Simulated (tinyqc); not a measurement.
What each parameter does: hydrogenic donor in a hard-walled well (variational).

Trial function cos(pi z/L) exp(-r/lam), r measured from the donor at zi, walls at +/- L/2, one eps everywhere. Counted from the lowest subband, E(lam) = c/(m lam^2) - (q/eps) I0/I1, with I0 the integral of cos^2(pi z/L) exp(-2|z - zi|/lam) over the well and I1 the same with the factor (|z - zi| + lam/2); c = hbar^2/2m0, q = e^2/(4 pi eps0). The binding energy is -E at the minimum.

Constants: hbar^2/2m0 = 3.80998211 eV angstrom^2; e^2/(4 pi eps0) = 14.39964547 eV angstrom; Ry = 13.60569312 eV.

Inputs chosen for the exercise (near those of GaN; shifted at random, so the results belong to these values and not to a real crystal): m = 0.209 m0 (mass); eps = 9.3 (dielectric constant); L = 100 angstrom (well width); zi = 0 angstrom (position of the donor from the centre).

The minimum over lam; Ry* = Ry m/eps^2. Each row changes one parameter from the base and keeps the others.

Results:
```
case              binding (meV)  lam (angstrom)  binding/Ry*
base                      44.37            24.8        1.350
m = 0.251 m0              50.28            20.8        1.273
eps = 10.2                38.05            27.0        1.392
L = 130 angstrom          40.89            25.0        1.244
zi = 20 angstrom          38.97            25.0        1.185
```

The largest shifts from the base row, up to three for each result and ties (the steps differ in size, so this ranks the rows, not the parameters). binding (meV): eps -6.32, m +5.90, zi -5.40. lam (angstrom): m -4.0, eps +2.2, L +0.2, zi +0.2. binding/Ry*: zi -0.164, L -0.106, m -0.076.

Computed by tinyqc, a small Python program: `OMP_NUM_THREADS=1 python tinyqc.py 1251643 1251644 out.jsonl` (the numbers bound the seed that draws the inputs); one thread of a shared host (Intel(R) Xeon(R) Processor @ 2.30GHz), about 0.02 s for the whole set of steps.
